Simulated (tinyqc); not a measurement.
Boltzmann transport in a parabolic band with a power-law relaxation time: one step. Reduced Fermi level. Three cases, with inputs chosen for the exercise.

Question. Solve for eta.

F_j(eta) = (1/Gamma(j + 1)) integral_0^infinity x^j dx/(1 + exp(x - eta)), which tends to exp(eta) for eta << 0.

n = N F_1/2(eta) with N = 2 (m kB T/(4 pi c))^(3/2) with c = hbar^2/2m0, in 1/angstrom^3; times 1e24 for 1/cm^3, m = md.

Constants: hbar^2/2m0 = 3.80998211 eV angstrom^2; kB = 8.617333262e-05 eV/K.

Give: N; eta.

Case 1.

Values chosen (out of a larger set: masses near those of Ge; tau0 is set for a mobility of the usual size at this n, kL is a free input; freeze-out and phonon drag, which matter near 77 K, are left out; not measured data): n = 6.1e+15 1/cm^3 (electron density); md = 0.574 m0 (density-of-states mass); T = 77 K.

Answer.

N = 1.419e+18 1/cm^3
eta = -5.4479

Case 2.

Values chosen (out of a larger set: masses near those of Ge; tau0 is set for a mobility of the usual size at this n, kL is a free input; freeze-out and phonon drag, which matter near 77 K, are left out; not measured data): n = 9.8e+19 1/cm^3 (electron density); md = 0.556 m0 (density-of-states mass); T = 300 K.

Answer.

N = 1.040e+19 1/cm^3
eta = 5.2299

Case 3.

Values chosen (out of a larger set: masses near those of Si; tau0 is set for a mobility of the usual size at this n, kL is a free input; freeze-out and phonon drag, which matter near 77 K, are left out; not measured data): n = 5.5e+16 1/cm^3 (electron density); md = 1.083 m0 (density-of-states mass); T = 77 K.

Answer.

N = 3.678e+18 1/cm^3
eta = -4.1974

Computed by tinyqc, one run a case: `OMP_NUM_THREADS=1 python tinyqc.py N N+1 out.jsonl` with N = 1682183, 1682268, 1682325; one thread of a shared Intel(R) Xeon(R) Processor @ 2.30GHz, about 0.02 s a run at most.
